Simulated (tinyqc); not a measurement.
Worked calculation: field-effect mobility of a thin-film transistor with band-tail and deep states (multiple trapping). Computed by tinyqc, a small Python program that keeps every step. Command: `OMP_NUM_THREADS=1 python tinyqc.py 3030365 3030366 out.jsonl tft walk`. One thread of a shared host (Intel(R) Xeon(R) Processor @ 2.30GHz), about 0.05 s of CPU time with the checks. Intermediate numbers are printed to about 6 digits and carried at full precision; extremes and crossings named in words are read from the listed rows.

A thick film in accumulation at small drain voltage. Only free electrons move; trapped ones still screen the gate. N_c and mu_0 are held fixed when T changes, leaving out the T^(3/2) growth of N_c. x = E_0 - psi is the distance of the Fermi level below the band edge.

Inputs (values chosen for the exercise, modelled on nanocrystalline ZnO):
```
quantity                                           value         unit
permittivity eps                                     8.5            -
effective density of states N_c                  4.2e+18       1/cm^3
band mobility mu_0                                    40   cm^2/(V s)
tail density at the edge g_t                     3.5e+20  1/(eV cm^3)
tail width E_t                                        60          meV
deep-state density g_d                           5.6e+16  1/(eV cm^3)
flat-band Fermi level below the edge, E_0           0.65           eV
equivalent oxide thickness t                         110           nm
surface band bending psi_s as a fraction of E_0     0.83            -
temperature T                                        300            K
```

Deep states: included.

Constants: k_B = 8.617333262e-05 eV/K; e = 1.602176634e-19 C; eps_0 = 8.8541878128e-12 F/m.

## Free and trapped densities

F_j(eta) = int_0^infinity x^j/(1 + exp(x - eta)) dx, without a gamma-function factor. Integrals over x = E/(k_B T) use 160 Gauss-Legendre points in u = sqrt(x) from 0 to sqrt(max(eta, 0) + 32). Free n(x) = N_c (2/sqrt(pi)) F_1/2(-x/k_B T), with F_1/2 from its two-term series in exp(-x/k_B T) for x >= 12 k_B T; tail n_t(x) = int_0^1.2eV g_t exp(-E/E_t)/(1 + exp((x - E)/k_B T)) dE, E counted down from the edge, 120 Gauss-Legendre points; deep charge g_d psi; space charge rho(psi) = n + n_t + g_d psi less its value at psi = 0.

Local densities at x = 0.4, 0.3, 0.2, 0.15, 0.1, 0.05, 0 and -0.05 eV:
```
x (eV)   n (1/cm^3)  n_t (1/cm^3)  n/(n + n_t)
0.40    8.00839e+11   3.70428e+16  2.16188e-05
0.30    3.83239e+13   1.95994e+17  1.95498e-04
0.20    1.83371e+15   1.03152e+18  1.77453e-03
0.15    1.26735e+16   2.34149e+18  5.38344e-03
0.10    8.71242e+16   5.16837e+18  1.65778e-02
0.05    5.78340e+17   1.04637e+19  5.23764e-02
0.00    3.21362e+18   1.68949e+19  1.59814e-01
-0.05   1.14581e+19   2.01565e+19  3.62430e-01
```

E_t/k_B T = 2.32: deep in the tail n_t follows exp(-x/E_t), more slowly than n, so the free share grows as the Fermi level rises.

## One gate voltage

Poisson: F(psi) = sqrt((2 e/(eps eps_0)) int_0^psi rho dpsi'); V_G - V_FB = psi_s + eps F(psi_s) t/3.9; free sheet density N_f = int (n - n(E_0))/F dpsi; induced sheet density N_i = eps eps_0 F(psi_s)/e; trapezoid rule on 301 even points in psi, the first interval left out of N_f. mu_eff = mu_0 N_f/N_i; field-effect mobility mu_FE = mu_0 e (dN_f/dV_G)/C_ox and swing S = dV_G/dlog10(N_f), by a central difference of +/- 2 mV in psi_s; C_ox = 3.9 eps_0/t.

surface field = 345.614 kV/cm

V_G - V_FB = 8.82538 V

free sheet density N_f = 5.49657e+09 1/cm^2

induced sheet density N_i = 1.62349e+12 1/cm^2

effective mobility mu_eff = 0.135426 cm^2/(V s)

field-effect mobility mu_FE = 0.511827 cm^2/(V s)

swing S = 5051.30 mV/decade

0.34 % of the induced charge is free. mu_FE exceeds mu_eff because the free share is still growing with V_G. The swing is 84.86 times the ideal ln(10) k_B T/e.

## Transfer curve

The formulas are those given above.

Against the band bending:
```
psi_s (V)  V_G - V_FB (V)  N_f (1/cm^2)  mu_eff (cm^2/(V s))  mu_FE (cm^2/(V s))  S (mV/decade)
0.23               1.0735   3.32033e+05          8.03622e-05         3.23251e-04          483.2
0.33               1.9897   8.03041e+06          9.87760e-04         4.11548e-03          917.8
0.40               3.1666   7.32916e+07          5.40831e-03         2.14378e-02         1608.1
0.47               5.2292   6.47542e+08          2.77767e-02         1.05852e-01         2877.4
0.52               7.6091   3.02217e+09          8.70319e-02         3.28369e-01         4329.1
0.57              11.1288   1.39608e+10          2.69927e-01         1.03127e+00         6367.5
0.62              16.1050   6.27883e+10          8.27783e-01         3.28698e+00         8983.8
0.66              21.1015   1.92840e+11          1.92590e+00         7.71712e+00        11749.3
0.72              29.8463   7.41270e+11          5.19566e+00         1.77421e+01        19639.4
```

The steepest swing among the rows is 483 mV/decade. mu_eff climbs from 8.0e-5 to 5.2, 13 % of mu_0 in the last row. Between rows 6 and 7 N_f scales as (V_G - V_FB - psi_s)^3.93; an exponential tail holding all the charge would give the larger of 1 and 2 E_t/k_B T - 1, here 3.64, and free charge alone 1; charge in deep states makes the exponent larger and lets it vary with V_G.

Checks made by the program: tail integral against adaptive quadrature (relative difference below 1e-10).
